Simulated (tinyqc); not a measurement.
## Planar metal-insulator-metal capacitor: capacitance, non-linearity, leakage and relaxation: capacitance, non-linearity and leakage against thickness

A film between two metal electrodes, each interface adding a series capacitance ci. The small-signal permittivity is ek (1 + aq E^2); the field is found with the linear permittivity. Leakage J = J0 sinh(E/Ef). After a voltage step the film passes a relaxation current kr C V tt^(-nr), tt being the time in seconds.

Planar film: Cf = eps0 ek/t, 1/C = 1/Cf + 2/ci, EOT = 3.9 eps0/C, effective permittivity C t/eps0, E = (V/t) C/Cf; quadratic coefficient [C(V)/C - 1]/V^2 with Cf (1 + aq E^2) in C(V).

Values chosen for this exercise; permittivity of the order of that of strontium titanate: relative permittivity of the film ek = 138; capacitance of each electrode interface (dead layer and screening) ci = 220 uF/cm^2; quadratic field coefficient of the permittivity aq = -0.026 cm^2/MV^2; bias V = 1.1 V; leakage prefactor J0 = 9.9e-11 A/cm^2; field for an e-fold rise of the leakage Ef = 0.37 MV/cm.

Constants: eps0 = 8.8541878128e-14 F/cm where lengths are in cm. Results are converted to the units shown.

Capacitance, non-linearity and leakage against thickness:
```
t (nm)	C (uF/cm^2)	EOT (nm)	effective permittivity	E (MV/cm)	quadratic coefficient (ppm/V^2)	J (A/cm^2)
5.4	18.77	0.1840	114.5	1.690	-5.152e4	4.760e-9
7.3	14.53	0.2377	119.8	1.308	-3.209e4	1.696e-9
9.8	11.20	0.3083	124.0	1.008	-1.967e4	7.518e-10
13	8.659	0.3988	127.1	0.7795	-1.204e4	4.010e-10
18	6.394	0.5401	130.0	0.5756	-6709	2.241e-10
24	4.866	0.7097	131.9	0.4381	-3942	1.466e-10
33	3.582	0.9640	133.5	0.3225	-2162	9.763e-11
44	2.709	1.275	134.6	0.2438	-1246	7.007e-11
60	1.999	1.727	135.5	0.1800	-683.6	5.008e-11
```

C falls from 18.8 to 2.00 uF/cm^2 while the effective permittivity goes from 114 to 135 (ek = 138). EOT is a straight line in t with slope 3.9/ek = 0.0283 and intercept 0.0314 nm. The quadratic coefficient goes as t^(-1.57) between the first two rows and t^(-1.94) between the last two (-2 without interfaces), and J falls by 1.98 decades.

Computed by the program tinyqc: `OMP_NUM_THREADS=1 python tinyqc.py 2102116 2102117 out.jsonl`, one thread of a shared Intel Xeon 2.30GHz, about 0.01 s for the whole run.
